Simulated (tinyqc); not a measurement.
Threshold switch as oscillator and as selector in a crossbar: array size against supply voltage.

Off state: I = Ith sinh(V/V0)/sinh(Vth/V0) up to Vth. On state: V = Vh + I Ron down to the holding current Ih, at Vl = Vh + Ih Ron. Switching is instantaneous.

In an N x N array driven at Vs, the V/2 scheme puts Vs/2 on 2 (N - 1) cells; the V/3 scheme puts Vs/3 on all N^2 - 1 others, N - 1 of them on the selected row. Row leakage is (N - 1) I; wasted power is the number of cells times V I. The largest N keeps the row leakage below a tenth of Iw.

Inputs (values chosen for the exercise); values of the order of Ge-Sb-Te and related chalcogenides:
- Vth = 2.2 V (threshold voltage)
- Ith = 0.16 uA (current at threshold)
- V0 = 0.25 V (voltage scale of the off-state sinh)
- Iw = 150 uA (write current)

Result of one run:

| Vs (V) | I at Vs/2 (nA) | largest N, V/2 | largest N, V/3 |
|---|---|---|---|
| 4.29 | 128.4 | 117.8 | 2041 |

What becomes of these results when the supply voltage Vs is changed from 4.29 to 4.01 V, all else the same?

Result of the changed run:

| Vs (V) | I at Vs/2 (nA) | largest N, V/2 | largest N, V/3 |
|---|---|---|---|
| 4.01 | 73.34 | 205.5 | 2964 |

The whole series:

| Vs (V) | I at Vs/2 (nA) | largest N, V/2 | largest N, V/3 |
|---|---|---|---|
| 2.31 | 2.448 | 6130 | 2.865e4 |
| 2.59 | 4.285 | 3502 | 1.970e4 |
| 2.88 | 7.654 | 1961 | 1.338e4 |
| 3.16 | 13.40 | 1120 | 9206 |
| 3.44 | 23.46 | 640.5 | 6337 |
| 3.72 | 41.07 | 366.3 | 4363 |
| 4.01 | 73.34 | 205.5 | 2964 |
| 4.29 | 128.4 | 117.8 | 2041 |

The half-select current grows a decade every 2 V0 ln 10 = 1.15 V, so the largest N falls from 6130 to 118 in the V/2 scheme and from 28600 to 2040 in the V/3 scheme. Vs must stay below 2 Vth = 4.40 V (V/2) or half-selected cells switch.

Range of the model: Delay times, drift of Vth and line resistance are left out.

tinyqc, about 0.01 s, one thread, Intel Xeon 2.30GHz (shared host): `OMP_NUM_THREADS=1 python tinyqc.py 2490116 2490117 out.jsonl`
